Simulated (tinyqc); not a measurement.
Via and link resistance from two via chains.

Inverse problem. A chain of 1000 vias joined by 1000 metal links has R = 1000 (Rv + Rlink), with Rlink proportional to the link length. Find Rv, Rlink for length L, and the value of Rv that the short chain would give if the links were ignored.

resistance of chains of 1000 links with link lengths L and 3 L (ohm): 8600  10600

Solution. R per link is a straight line in the link length; its intercept at zero length is Rv.

Rv = 7.60 ohm
Rlink = 1.00 ohm
Rv without correction = 8.60 ohm

tinyqc, about 0.01 s, one thread, Intel Xeon 2.30GHz (shared host): `OMP_NUM_THREADS=1 python tinyqc.py 2750184 2750185 out.jsonl`
